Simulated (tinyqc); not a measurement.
Sp3 tight binding, zinc-blende lattice, step by step. One step of it, computed by the program tinyqc.

Task: Levels at X. Diagonalise the Hermitian matrix.

H(k) at X (eV), order a s, a px, a py, a pz, c s, c px, c py, c pz:
```
[[-20.590000, 0.000000, 0.000000, 0.000000, 0.000000, 0.000000+8.090677i, 0.000000, 0.000000],
 [0.000000, -9.990000, 0.000000, 0.000000, 0.000000-8.090677i, 0.000000, 0.000000, 0.000000],
 [0.000000, 0.000000, -9.990000, 0.000000, 0.000000, 0.000000, 0.000000, 0.000000+10.281618i],
 [0.000000, 0.000000, 0.000000, -9.990000, 0.000000, 0.000000, 0.000000+10.281618i, 0.000000],
 [0.000000, 0.000000+8.090677i, 0.000000, 0.000000, -11.780000, 0.000000, 0.000000, 0.000000],
 [0.000000-8.090677i, 0.000000, 0.000000, 0.000000, 0.000000, -5.390000, 0.000000, 0.000000],
 [0.000000, 0.000000, 0.000000, 0.000000-10.281618i, 0.000000, 0.000000, -5.390000, 0.000000],
 [0.000000, 0.000000, 0.000000-10.281618i, 0.000000, 0.000000, 0.000000, 0.000000, -5.390000]]
```

Give: eigenvalues.

Result:

eigenvalues (eV): [-24.0904, -19.0250, -18.2257, -18.2257, -2.7450, -1.8896, 2.8457, 2.8457]
